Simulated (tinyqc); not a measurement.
## Area and perimeter leakage from two diodes

Question. A square diode and a finger diode leak I = JA area + JP perimeter. Find JA, JP and the side of the square at which both parts are equal.

areas (um^2): 90000  79000
perimeters (um): 1200  32390
leakage currents (pA): 0.276  4.6294000

Solution. Two linear equations give JA and JP; for a square of side a, JA a^2 = 4 JP a at a = 4 JP/JA.

JA = 1.20e-10 A/cm^2
JP = 1.40e-12 A/cm
side for equal parts = 467 um

Numbers from tinyqc (`OMP_NUM_THREADS=1 python tinyqc.py 2290059 2290060 out.jsonl`; about 0.01 s on one thread of a shared Intel Xeon 2.30GHz).
